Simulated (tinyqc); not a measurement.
# Voltage drop against the resistance of a horizontal segment

A grid of 17 by 17 nodes with segments Rx (rows) and Ry (columns); every node draws I1 and the central node kh I1; pads with resistance Rp sit at the nodes whose row and column are multiples of the pitch, counting from 0. The drops u = Vdd - V follow from G u = i, with G the conductance matrix and i the load currents, solved directly. Here the pitch is 4.

Values chosen for this exercise:
- Vdd = 0.8 V (supply voltage)
- Ry = 1.8 ohm (resistance of a vertical segment)
- Rp = 0.35 ohm (resistance from a pad node to the supply)
- kh = 3 (factor on the load at the hot node)
- I1 = 0.94 mA (load current of a node in the large grid)

Result of one run:
```
Rx (ohm)	pads	worst drop (mV)	mean drop (mV)	largest drop at a pad (mV)	largest pad current (mA)	worst drop over Vdd (%)
0.17	25	8.6269	6.6487	5.0993	14.570	1.0784
```

What becomes of these results when the resistance of a horizontal segment Rx is changed from 0.17 to 0.35 ohm, all else the same?

Result of the changed run:
```
Rx (ohm)	pads	worst drop (mV)	mean drop (mV)	largest drop at a pad (mV)	largest pad current (mA)	worst drop over Vdd (%)
0.35	25	9.3598	7.2252	5.2391	14.969	1.1700
```

The whole series:
```
Rx (ohm)	pads	worst drop (mV)	mean drop (mV)	largest drop at a pad (mV)	largest pad current (mA)	worst drop over Vdd (%)
0.087	25	8.2429	6.3453	4.9647	14.185	1.0304
0.17	25	8.6269	6.6487	5.0993	14.570	1.0784
0.35	25	9.3598	7.2252	5.2391	14.969	1.1700
0.7	25	10.543	8.1673	5.3637	15.325	1.3178
1.4	25	12.557	9.6813	5.4749	15.643	1.5696
2.8	25	15.957	12.063	5.5694	15.913	1.9946
5.6	25	21.928	15.937	5.6470	16.134	2.7410
```

The worst drop rises from 8.24 to 21.9 mV and the mean drop rises from 6.35 to 15.9 mV. The worst drop goes as Rx^(0.07) between the first two rows and Rx^(0.46) between the last two. The central node is itself a pad.

tinyqc, about 0.1 s, one thread, Intel Xeon 2.30GHz (shared host): `OMP_NUM_THREADS=1 python tinyqc.py 2770169 2770170 out.jsonl`
